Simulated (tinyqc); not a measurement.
Charge stability of a double quantum dot, constant-interaction model with a charge sensor: one step of the calculation.

Capacitance matrix C = [[C1, -Cm], [-Cm, C2]], C1 = G1 + X1 + Cm + L1, C2 = G2 + X2 + Cm + L2. Gate charges n1 = (G1 V1 + X1 V2)/q, n2 = (X2 V1 + G2 V2)/q. The state (N1, N2) has U = (1/2) d^T E d with d = (N1 - n1, N2 - n2) and E = q^2 C^(-1). Leads at 0 V; no tunnel coupling, spin or level spacing. The sensor reads s1 <N1> + s2 <N2>.

Problem. Energies and occupation of the charge states. U for N1, N2 = 0, 1, 2; p is proportional to exp(-U/kB T), normalised over these nine states.

Values chosen for this exercise: sensor weight of dot 1 s1 = 0.98; sensor weight of dot 2 s2 = 0.41; temperature T = 0.26 K.

Constants: q = 1.602176634e-19 C, kB = 1.380649e-23 J/K, Vt = kB T/q. Results are converted to the units shown.

E (meV):
```
           1          2
1  1.3056698  0.4718195
2  0.4718195  1.2838935
```

gate charges: n1 0.6044902, n2 1.5324091

Wanted: U; p; mean charges; sensor signal.

Solution.

```
state  U (meV)        p
(0,0)   2.1831  0.00000
(0,1)   0.5724  0.00000
(0,2)   0.2455  0.06205
(1,0)   1.3236  0.00000
(1,1)   0.1847  0.93650
(1,2)   0.3297  0.00145
(2,0)   1.7698  0.00000
(2,1)   1.1028  0.00000
(2,2)   1.7196  0.00000
```

mean charges: <N1> 0.9379, <N2> 1.0635
sensor signal = 1.3552

The ground state is (1,1), 0.0608 meV (2.71 kB T) below (0,2).

Program tinyqc, `OMP_NUM_THREADS=1 python tinyqc.py 2470121 2470122 out.jsonl`; Intel Xeon 2.30GHz, shared host, one thread, about 0.01 s.
